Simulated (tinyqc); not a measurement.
## Heated strip on a layer stack, thermal resistances with spreading: effect of the thickness of layer 1

A long strip of width ws dissipates Pw per length on three layers over a heat sink. Heat is taken to spread at 45 degrees, so the width of the flow grows by twice the depth: w1 = ws + 2 t1, w2 = w1 + 2 t2, w3 = w2 + 2 t3 at the bottoms of the layers. This is a rule of thumb, not a solution of the heat equation.

Resistances times length: layer i, ln(w_i/w_(i-1))/(2 k_i) with w0 = ws; boundary, Rb/w1. From the sink upward: Ta = T0 + Pw R3; across layer 2 the Kirchhoff transform gives Tb^(1-p) = Ta^(1-p) + (1 - p)(300 K)^(-p) Pw R2; Tc = Tb + Pw Rboundary; Tj = Tc + Pw R1. The share is that of R1 + Rboundary in the sum of the four resistances.

Parameters, values chosen for the exercise; conductivities close to those of gallium nitride (layer 1), diamond (layer 2) and solder (layer 3):
```
symbol,value,unit,meaning
T0,323,K,heat-sink temperature
ws,6,um,width of the heated strip
Pw,0.82,W/mm,power per length of the strip
k1,171,W/(m K),conductivity of layer 1
Rb,15,m^2 K/GW,boundary resistance between layers 1 and 2
t2,100,um,thickness of layer 2
k2,1880,W/(m K),conductivity of layer 2 at 300 K
p,0.9,,exponent in k2(T) = k2 (300 K/T)^p
t3,10,um,thickness of layer 3
k3,60.5,W/(m K),conductivity of layer 3
```

Results:
```
t1 (um)  sum of resistances (K mm/W)  share of layer 1 and boundary (%)  Tj - T0 (K)  (Tj - T0)/Pw (K mm/W)
0.11                           4.213                              59.74        3.510                  4.280
0.2                            4.221                              60.00        3.515                  4.287
0.64                           4.278                              61.38        3.560                  4.342
1.1                            4.361                              62.89        3.627                  4.423
2                              4.555                              65.72        3.783                  4.613
3.7                            4.945                              70.14        4.098                  4.998
6.6                            5.552                              75.34        4.590                  5.598
```

Estimate the missing row, t1 = 0.35 um.

Computed row:
```
t1 (um)  sum of resistances (K mm/W)  share of layer 1 and boundary (%)  Tj - T0 (K)  (Tj - T0)/Pw (K mm/W)
0.35                           4.237                              60.46        3.528                  4.302
```

With this row back in the table: As t1 goes from 0.11 to 6.6 um, Tj - T0 rises from 3.51 to 4.59 K, on average as t1^(0.07), and the share of layer 1 and the boundary rises from 59.7 to 75.3 %. At t1 = 0.11 um a length is under 0.2 um, where phonon mean free paths in a crystal make Fourier conduction rough.

Numbers from tinyqc (`OMP_NUM_THREADS=1 python tinyqc.py 2520057 2520058 out.jsonl`; about 0.01 s on one thread of a shared Intel Xeon 2.30GHz).
